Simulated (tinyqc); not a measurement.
p-n diode with diffusion and depletion-layer recombination: one step of the calculation.

Abrupt junction in the depletion approximation, low injection, full ionisation, neutral widths fixed, ohmic contact on the p side. Vj is the junction voltage; where a series resistance Rs is given, V = Vj + J Rs is the terminal voltage.

Task. Recombination in the depleted layer. ni = sqrt(Nc Nv) exp(-Eg/(2 Vt)), Eg in volts. Vbi = Vt ln(Na Nd/ni^2), W = sqrt(2 eps0 eps_r (Vbi - Vj)(1/Na + 1/Nd)/q), xp = W Nd/(Na + Nd), xn = W Na/(Na + Nd); u(x) = q Na (x + xp)^2/(2 eps0 eps_r) for x < 0 and Vbi - Vj - q Nd (xn - x)^2/(2 eps0 eps_r) for x > 0; p = Na exp(-u/Vt), n = Nd exp((u - Vbi + Vj)/Vt); U = ni^2 (exp(Vj/Vt) - 1)/(tp (n + ni exp(Et/Vt)) + tn (p + ni exp(-Et/Vt))); J_scr = q times the integral of U from -xp to xn. Trapezoid rule on 13 equal steps.

Inputs (values chosen for the exercise); band and dielectric values close to those of germanium:
```
symbol    value   unit                                               meaning
T           300      K                                           temperature
Eg         0.65     eV                                              band gap
eps_r      16.1                                        relative permittivity
Nc      1.04e19  cm^-3                conduction-band density of states at T
Nv      6.09e18  cm^-3                   valence-band density of states at T
Na       1.4e16  cm^-3                                      acceptor density
Nd       2.2e17  cm^-3                                         donor density
tn         1e-7      s                                     electron lifetime
tp         4e-9      s                                         hole lifetime
Et            0     eV                  trap level above the intrinsic level
Vj         0.21      V  junction voltage at which recombination is evaluated
```

Constants: q = 1.602176634e-19 C, kB = 1.380649e-23 J/K, Vt = kB T/q, eps0 = 8.8541878128e-14 F/cm where lengths are in cm. Results are converted to the units shown.

Give: W; x; u; n; p; U; J_scr.

Result.

W = 157.4 nm

```
point  x (nm)   u (V)  n (cm^-3)  p (cm^-3)  U (cm^-3 s^-1)
0      -148.0  0.0000   1.836e14   1.400e16        1.831e21
1      -135.9  0.0012   1.920e14   1.339e16        1.914e21
2      -123.8  0.0046   2.195e14   1.171e16        2.187e21
3      -111.7  0.0104   2.743e14   9.370e15        2.731e21
4       -99.6  0.0185   3.749e14   6.857e15        3.724e21
5       -87.4  0.0288   5.601e14   4.589e15        5.537e21
6       -75.3  0.0415   9.149e14   2.809e15        8.938e21
7       -63.2  0.0565   1.634e15   1.573e15        1.541e22
8       -51.1  0.0738   3.191e15   8.055e14        2.671e22
9       -39.0  0.0934   6.812e15   3.773e14        3.787e22
10      -26.9  0.1153   1.590e16   1.616e14        3.109e22
11      -14.8  0.1396   4.058e16   6.334e13        1.498e22
12       -2.7  0.1661   1.132e17   2.270e13        5.610e21
13        9.4  0.1833   2.200e17   1.168e13        2.907e21
```

J_scr = 0.03086 A/cm^2

tinyqc, about 0.01 s, one thread, Intel Xeon 2.30GHz (shared host): `OMP_NUM_THREADS=1 python tinyqc.py 2260149 2260150 out.jsonl`
